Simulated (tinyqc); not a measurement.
Capillary instabilities by surface diffusion: grooving and agglomeration of films, edge retraction, wire break-up and smoothing of roughness: one step, computed by the program tinyqc. Command: `OMP_NUM_THREADS=1 python tinyqc.py 3023737 3023738 out.jsonl dewet walk`. One thread of a shared host (Intel(R) Xeon(R) Processor @ 2.30GHz), about 0.01 s of CPU time with the checks.

Isotropic surface energy; shapes change by surface diffusion alone.

Problem. Retraction of a straight edge. A rim shaped as a circular segment with contact angle theta holds the area h x; its radius r obeys r^2 (theta - sin theta cos theta) = h x. To advance, the edge must carry a strip of the rim height H = r (1 - cos theta) over the rim, driven by the curvature 1/r over the distance r theta (the scaling argument of Brandon and Bradshaw): H dx/dt = B/(theta r^2) gives x^(5/2) = (5/2) B t c^(3/2)/(theta (1 - cos theta) h^(3/2)), c = theta - sin theta cos theta.

Inputs (values chosen for the exercise, of the order of those of a ruthenium film):
```
quantity,value,unit
contact angle on the substrate theta,85,degrees
temperature T,1515,K
time t,1000,s
film thickness h,24,nm
```

B = 532373.8 nm^4/s

Give: retraction x; rim height H; present speed.

Solution.

retraction x = 717.7 nm

rim height H = 101.4 nm

present speed = 0.2871 nm/s

The rim is 4.2 times the film thickness. x goes as t^(2/5) h^(-3/5): thin films retract faster.
